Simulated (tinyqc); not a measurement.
Born-Mayer model of an ionic crystal AB: one step, computed by the program tinyqc. Command: `OMP_NUM_THREADS=1 python tinyqc.py 3006757 3006758 out.jsonl bornmayer walk`. One thread of a shared host (Intel(R) Xeon(R) Processor @ 2.30GHz), about 0.01 s of CPU time with the checks.

Energies are per ion pair and r is the nearest distance of unlike ions.

Task: Terms of the lattice energy. Madelung constant M, unlike neighbours z1, like neighbours z2 at f r, volume per pair: rock salt 1.747565, 6, 12, sqrt2, 2 r^3; caesium chloride 1.762675, 8, 6, 2/sqrt3, 8 r^3/(3 sqrt3); zinc blende 1.638055, 4, 12, sqrt(8/3), 16 r^3/(3 sqrt3). U(r) = -M z^2 e^2/(4 pi eps_0 r) + z1 lambda exp(-r/rho).

Inputs (values chosen for the exercise, for a model salt): ionic charge z = 2; unlike repulsion lambda = 3300 eV; range rho = 0.287 angstrom.

Structure: rock salt. Short range: nearest neighbours only.

equilibrium distance r0 = 2.369216 angstrom

Constants: e^2/(4 pi eps_0) = 14.39964548 eV angstrom.

Give: terms; lattice energy U.

Result:

terms (eV): Coulomb -42.49, unlike repulsion 5.15

lattice energy U = -37.34 eV per pair

The short-range terms together cancel 12.1 % of the Coulomb energy, which is rho/r0 = 0.1211: U = -(M z^2 e^2/(4 pi eps_0 r0))(1 - rho/r0).
